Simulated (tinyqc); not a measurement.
Inside a calculation: propagation of a band-gap error through k.p and effective-mass formulas. Values are carried at full precision from step to step, so a last printed digit may differ when a step is redone from the rounded ones.

Chain, for a gap E (the reference Eg or another value), with Ep and Dso kept: 1/me = 1 + Ep (E + 2 Dso/3)/(E (E + Dso)); g* = 2 - 2 Ep Dso/(3 E (E + Dso)); g1(E) = g1 + (Ep/3)(1/E - 1/Eg), g2(E) = g2 + (Ep/6)(1/E - 1/Eg), light hole 1/(g1 + 2 g2), heavy hole 1/(g1 - 2 g2) along [100]; optical constant ei(E) = 1 + (ei - 1)(EP/(EP + E - Eg))^2, static e0(E) = ei(E) + e0 - ei.

Constants: Ry = 13.60569312 eV; a0 (Bohr radius) = 0.5291772105 angstrom; kB = 8.617333262e-05 eV/K; hbar^2/2m0 = 3.80998211 eV angstrom^2.

Parameters, chosen for this exercise (reference values near those of InAs, gap at low temperature; the results hold for these values, not for the real material):
```
symbol  value  unit        meaning
Eg      0.419  eV          gap at Gamma to the s-like level
Dso     0.396  eV          spin-orbit splitting
Ep      21.1   eV          Kane energy
g1      20.08              Luttinger gamma1
g2      8.47               gamma2
e0      15.35              static dielectric constant
ei      12.38              optical dielectric constant
EP      4.75   eV          mean (Penn) gap
Eg2     0.49   eV          a wrong gap, of the size a hybrid functional can give
mh      0.55   m0          density-of-states mass of the holes
T       300    K           temperature
k       0.043  1/angstrom  wave vector
```

## Masses, g factor and screening for both gaps

Evaluate the chain at Eg and at Eg2.

Band values at the two gaps:
```
quantity      at Eg   at Eg2  ratio
me          0.02315  0.02656  1.148
g*           -14.31   -10.83      -
g1            20.08    17.65  0.879
g2            8.470    7.254  0.856
light hole  0.02701  0.03110  1.151
heavy hole   0.3185   0.3185  1.000
ei            12.38    12.05  0.973
e0            15.35    15.02  0.978
```

The gap is off by a factor of 1.17; the electron mass follows with 1.15 and the light hole with 1.15, while the heavy hole, which does not couple to the conduction level, keeps its value. The optical constant changes less, by -3 %, as it answers to the mean gap, which shifts by the same +0.07 eV on a base of 4.75 eV. g* moves by +3.48; remote bands, left out here, shift it by tenths or, where it is large, by some per cent.

## Binding energies and densities for both gaps

Donor: R = Ry me/e0^2, a_B = a0 e0/me, Mott density (0.26/a_B)^3. Nc, Nv = 2 (m kT/(4 pi c))^(3/2), c = hbar^2/2m0, ni = sqrt(Nc Nv) exp(-E/2kT). Exciton: Ry mu/e0^2 with 1/mu = 1/me + g1(E). 1 angstrom^-3 = 1e24 cm^-3.

Use the values of the table.

Results:
```
quantity                  at Eg     at Eg2  ratio
R (meV)                   1.337      1.603   1.20
a_B (angstrom)            350.9      299.2  0.853
Mott density (cm^-3)  4.067e+14  6.564e+14   1.61
Nc (cm^-3)            8.837e+16  1.086e+17   1.23
ni (cm^-3)            2.876e+14  8.077e+13  0.281
exciton (meV)            0.9125      1.091   1.20
```

Power laws carry the error on: the donor energy (me/e0^2) by a factor of 1.20, the Mott density (cube of me/e0) by 1.61. ni, with its exponential, changes by a factor of 0.281, that is 0.6 decades.

## A scissor shift and what it does not mend

A rigid shift D = Eg - Eg2 of the conduction band restores the gap but leaves the curvature, so the mass stays me(Eg2); redoing the sum 1/m = 1 + Ep (E + 2 Dso/3)/(E (E + Dso)) with E = Eg and the same Ep gives another mass. For optics, eps2 at the edge goes as |p|^2/E^2: a rigid shift keeps the dipole elements p/E, while shifting the energies under unchanged p scales eps2 by (Eg2/Eg)^2.

shift D = -0.071 eV
mass under a rigid shift = 0.0266 m0
mass from the sum with the corrected gap = 0.0231 m0
factor on eps2 if p is left unscaled = 1.368

The rigid shift leaves the mass off by a factor of 1.15. The mass from the corrected gap is the reference me(Eg) here, because the exercise keeps Ep fixed; a real correction of the gap depends on k and changes Ep as well.

## Far from the edge the relative error shrinks

Two-level dispersion E(k) = sqrt(E^2/4 + Ep c k^2) - E/2 at k/4, k, 4k for both gaps, c = hbar^2/2m0.

Energies above the edge:
```
k (1/angstrom)  at Eg (eV)  at Eg2 (eV)  ratio
0.01075             0.0211       0.0183  0.866
0.04300             0.2293       0.2118  0.924
0.17200             1.3468       1.3165  0.977
```

The ratio tends to Eg/Eg2 = 0.86 at k = 0 and goes from 0.866 to 0.977: at large k both curves approach the same slope sqrt(Ep c), while their distance in eV grows towards |Eg - Eg2|/2.

## Checks

- Chain at E = Eg against the inputs g1, g2, ei, e0: they agree to 1e-10 or better.

tinyqc: `OMP_NUM_THREADS=1 python tinyqc.py 1880507 1880508 out.jsonl`; about 0.01 s, one thread, shared Intel(R) Xeon(R) Processor @ 2.30GHz.
